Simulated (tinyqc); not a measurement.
From results back to parameters: quantum-confined Stark effect in a modulator well. Three cases, with inputs chosen for the exercise.

Problem. The shift of E_e + E_h was computed from a hidden field.

Envelopes on cells of 0.5 angstrom over the well |z| < L/2 and 45 angstrom of barrier on each side, psi = 0 beyond, psi'/m continuous (mean mass between points), c = hbar^2/2m0. The electron sees + e F z and the hole - e F z, each with its offset in the barriers; 1 kV/cm = 1e-5 eV/angstrom. Light holes, band mixing and escape by tunnelling are left out.

Constants: hbar^2/2m0 = 3.80998211 eV angstrom^2.

Find: F; local exponent d ln(shift)/d ln F.

Method. The shift grows steadily in size with F, so bisection finds one value; its slope is -e times the separation of the carriers.

Case 1.

Values chosen (near those of a GaAs well in AlGaAs; the results hold for these values, not for the real material): L = 66 angstrom (well width); Vc = 0.253 eV (conduction offset); Vv = 0.144 eV (heavy-hole offset); me = 0.0677 m0 (electron, well); meb = 0.091 m0 (electron, barrier); mh = 0.361 m0 (heavy hole along z, well); mhb = 0.398 m0 (heavy hole, barrier).

shift = -5.128 meV

Solution.

F = 81.0 kV/cm
local exponent d ln(shift)/d ln F = 1.95

Case 2.

Values chosen (near those of an InGaAs well in InAlAs; the results hold for these values, not for the real material): L = 138 angstrom (well width); Vc = 0.493 eV (conduction offset); Vv = 0.202 eV (heavy-hole offset); me = 0.0431 m0 (electron, well); meb = 0.0769 m0 (electron, barrier); mh = 0.383 m0 (heavy hole along z, well); mhb = 0.423 m0 (heavy hole, barrier).

shift = -22.920 meV

Solution.

F = 69.0 kV/cm
local exponent d ln(shift)/d ln F = 1.60

Case 3.

Values chosen (near those of a Ge well in SiGe, direct gap; the results hold for these values, not for the real material): L = 120 angstrom (well width); Vc = 0.406 eV (conduction offset); Vv = 0.115 eV (heavy-hole offset); me = 0.0415 m0 (electron, well); meb = 0.055 m0 (electron, barrier); mh = 0.207 m0 (heavy hole along z, well); mhb = 0.225 m0 (heavy hole, barrier).

shift = -12.828 meV

Solution.

F = 64.0 kV/cm
local exponent d ln(shift)/d ln F = 1.80

Computed by tinyqc, one run a case: `OMP_NUM_THREADS=1 python tinyqc.py N N+1 out.jsonl` with N = 1282188, 1282276, 1282285; one thread of a shared Intel(R) Xeon(R) Processor @ 2.30GHz, about 0.2 s a run at most.
